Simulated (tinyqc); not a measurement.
Single-domain magnet: Stoner-Wohlfarth switching, Neel-Arrhenius retention, LLG dynamics and spin torque. Changing the drive I/I_c0. Computed by tinyqc, a small Python program. Command: `OMP_NUM_THREADS=1 python tinyqc.py 3013044 3013045 out.jsonl macro sweep`. One thread of a shared host (Intel(R) Xeon(R) Processor @ 2.30GHz), about 0.02 s of CPU time with the checks.

The moment is uniform, with unit vector m; z is the easy axis. mu_0 = 1.25663706212e-6 T m/A, gamma = 1.76085963023e11 rad/(s T).

Inputs (values chosen for the exercise, for a model magnet):
```
quantity,value,unit
saturation magnetisation M_s,428,kA/m
diameter d,12,nm
aspect ratio p,4.1,-
bulk anisotropy K_u,73,kJ/m^3
exchange stiffness A,22,pJ/m
temperature T,358,K
attempt frequency f0,1,GHz
waiting time t_w,100,s
damping alpha,0.047,-
spin-torque efficiency eta,0.5,-
```

Shape: prolate spheroid, easy axis along it.

Constants: k_B = 1.380649e-23 J/K; e = 1.602176634e-19 C; hbar = 1.054571817e-34 J s.

Method:
- N_z = [p ln(p + sqrt(p^2 - 1))/sqrt(p^2 - 1) - 1]/(p^2 - 1); V = pi d^3 p/6; K_eff = K_u + K_shape, K_shape = -(mu_0 M_s^2/4)(3 N_z - 1); mu_0 H_K = 2 K_eff/M_s.
- Delta = K_eff V/(k_B T); tau = exp(Delta)/f0; probability of a flip within t_w: P = 1 - exp(-t_w/tau). Wall width parameter sqrt(A/K_eff); a two-domain state costs 4 sqrt(A K_eff) times the cross-section that the wall cuts (pi d^2/4).
- For axial symmetry and a polariser along z: I_c0 = (4 e alpha/(hbar eta)) K_eff V; relaxation time tau_D = (1 + alpha^2)/(alpha gamma mu_0 H_K); thermal start angle theta_0 = 1/sqrt(2 Delta); switching time about tau_D ln(pi/(2 theta_0))/(I/I_c0 - 1); precession frequency gamma mu_0 H_K/(2 pi (1 + alpha^2)).
- The polar equation dm_z/dt = -(1 - m_z^2)(i - m_z)/tau_D, i = I/I_c0, integrates to t = tau_D [F(cos theta_0) - F(0)], F(z) = -ln(1 - z)/(2 (i - 1)) + ln(1 + z)/(2 (i + 1)) + ln(i - z)/(i^2 - 1), theta_0 = 1/sqrt(2 Delta).

One run for each value:
```
drive I/I_c0,time to m_z = 0 (ns),"switching time, estimate (ns)"
1.1,4.005,6.679
1.5,1.128,1.336
2.0,0.620,0.668
2.6,0.406,0.417
3.4,0.279,0.278
4.4,0.201,0.196
5.8,0.144,0.139
7.6,0.106,0.101
10.0,0.078,0.074
```

Over the rows, time to m_z = 0 (ns) falls from 4.01 to 0.0783 (exponent d ln y / d ln x -4.1 between the first rows and -1.1 between the last); switching time, estimate (ns) falls from 6.68 to 0.0742 (exponent d ln y / d ln x -5.2 between the first rows and -1.1 between the last). The estimate keeps the small-angle growth rate alpha (i - 1) all the way; near threshold the true rate rises as m_z falls, so the estimate is too long there. Within some 20 % of threshold thermal noise, left out here, sets the time.

Extremes, crossings and ranges named in words are read from the listed rows.
